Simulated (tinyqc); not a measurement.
Worked calculation: plane-wave Kohn-Sham cycle with exchange-only LDA in a layered model solid. One step of it, computed by the program tinyqc.

Question. Iteration 2: potential. V_H(G) = 4 pi rho(G)/G^2 for G != 0 (uniform background); v_x = -(3 rho/pi)^(1/3); V = V_ext + V_H + v_x; Fourier components f(G_m) = (1/N) sum_j f(x_j) exp(-i G_m x_j).

A solid whose potential varies along x alone (atomic units):

| parameter | value |
|---|---|
| period a | 12.900000 |
| cross-section of the cell | 13.000000 |
| electrons per cell | 2 |
| grid points | 16 |
| plane waves -n..n, n | 3 |
| k points | 3 |
| V1 in V1 cos(2 pi x/a) | -0.540000 |

density after iteration 1 (e/bohr^3): 0.04205676  0.03449697  0.01933903  0.00819396  0.00371742  0.00262279  0.00242668  0.00239051  0.00238544  0.00239051  0.00242668  0.00262279  0.00371742  0.00819396  0.01933903  0.03449697

Give: Potentials on the grid; V(G_m), m = 0, 1, 2, ....

Answer.

Potentials on the grid (hartree):

| x | V_ext | V_H | v_x | V |
|---|---|---|---|---|
| 0.000 | -0.540 | 0.990 | -0.342 | 0.108 |
| 0.806 | -0.499 | 0.873 | -0.321 | 0.053 |
| 1.613 | -0.382 | 0.576 | -0.264 | -0.070 |
| 2.419 | -0.207 | 0.216 | -0.199 | -0.189 |
| 3.225 | 0 | -0.119 | -0.153 | -0.271 |
| 4.031 | 0.207 | -0.389 | -0.136 | -0.318 |
| 4.838 | 0.382 | -0.583 | -0.132 | -0.333 |
| 5.644 | 0.499 | -0.700 | -0.132 | -0.333 |
| 6.450 | 0.540 | -0.739 | -0.132 | -0.330 |
| 7.256 | 0.499 | -0.700 | -0.132 | -0.333 |
| 8.062 | 0.382 | -0.583 | -0.132 | -0.333 |
| 8.869 | 0.207 | -0.389 | -0.136 | -0.318 |
| 9.675 | 0 | -0.119 | -0.153 | -0.271 |
| 10.481 | -0.207 | 0.216 | -0.199 | -0.189 |
| 11.287 | -0.382 | 0.576 | -0.264 | -0.070 |
| 12.094 | -0.499 | 0.873 | -0.321 | 0.053 |

V(G_m), m = 0, 1, 2, ... (hartree): -0.197  0.101  0.040  0.008  0.003  0.000  0.000
